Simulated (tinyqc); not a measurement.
CMOS latch-up, two-transistor model: two steps of the calculation.

A parasitic pnp (emitter at Vdd, base shunted by Rw) and npn (emitter at ground, base shunted by Rs) feed each other: the npn collector current flows out of the pnp base node, the pnp collector current into the npn base node. Forward-active transistors with constant gains: Icn = Isn exp(Vn/Vt), Icp = Isp (exp(Vp/Vt) - 1). A current Ii is injected into the npn base node.

Parameters, values chosen for the exercise; values close to those of bulk CMOS:
- T = 300 K (temperature)
- bn = 10.2 (current gain of the npn)
- bp = 3.8 (current gain of the pnp)
- Isn = 3.7e-15 A (saturation current of the npn at T)
- Isp = 1.2e-15 A (saturation current of the pnp at T)
- Rs = 1100 ohm (substrate resistance shunting the npn)
- Rw = 1700 ohm (well resistance shunting the pnp)
- R2 = 70 ohm (resistance from the pnp collector to the npn base)
- Von = 0.71 V (base-emitter voltage in the on state)
- Vsat = 0.15 V (saturation voltage)
- Vdd = 3.3 V (supply voltage)
- Ii = 0.397 mA (current injected into the substrate)

Constants: q = 1.602176634e-19 C, kB = 1.380649e-23 J/K, Vt = kB T/q. Results are converted to the units shown.

Problem 1. Holding current and voltage. On state with both base-emitter voltages at Von: npn base current Ib = (Von/Rs + bp Von/Rw)/(bn bp - 1), holding current Ih = (bn + 1) Ib + Von/Rs, holding voltage Vh = Vsat + Von + R2 (Ib + Von/Rs).

Give: bn bp; Ib; Ih; Vh.

Solution 1.

bn bp = 38.760
Ib = 0.059124 mA
Ih = 1.3076 mA
Vh = 0.90932 V

Vh is below Vdd = 3.3 V, so the supply can sustain a latched state.

Problem 2. The off branch. Node equations: Vp/Rw + Icp/bp = Icn and Vn/Rs + Icn/bn = Icp + Ii. Loop gain G = gn gp/[(1/Rw + gp/bp)(1/Rs + gn/bn)], gn = Icn/Vt, gp = (Icp + Isp)/Vt; the off state ends where G = 1, and Ii there is the trigger current. For each Vn: Icn, then Vp from the first equation, then Ii from the second.

Vn, point 0 to 7 (V): 0.452  0.532  0.582  0.612  0.632  0.652  0.667  0.682

Wanted: Icn; Vp; Icp; Ii; G.

Solution 2.

```
point	Icn (mA)	Vp (V)	Icp (mA)	Ii (mA)	G
0	1.450e-4	2.466e-4	1.150e-14	0.4109	4.913e-13
1	0.003202	0.005443	2.812e-13	0.4840	1.310e-11
2	0.02215	0.03765	3.949e-12	0.5313	2.921e-10
3	0.07069	0.1202	1.241e-10	0.5633	1.914e-8
4	0.1532	0.2605	2.852e-8	0.5896	7.459e-6
5	0.3321	0.5631	0.003457	0.6218	1.271
6	0.5933	0.7000	0.6900	-0.02545	25.47
7	1.060	0.7321	2.391	-1.667	30.87
```

Ii peaks at 0.6219 mA, at Vn = 0.6517 V where G = 1; beyond it the loop feeds itself.

tinyqc, about 0.07 s, one thread, Intel Xeon 2.30GHz (shared host): `OMP_NUM_THREADS=1 python tinyqc.py 2670143 2670144 out.jsonl`
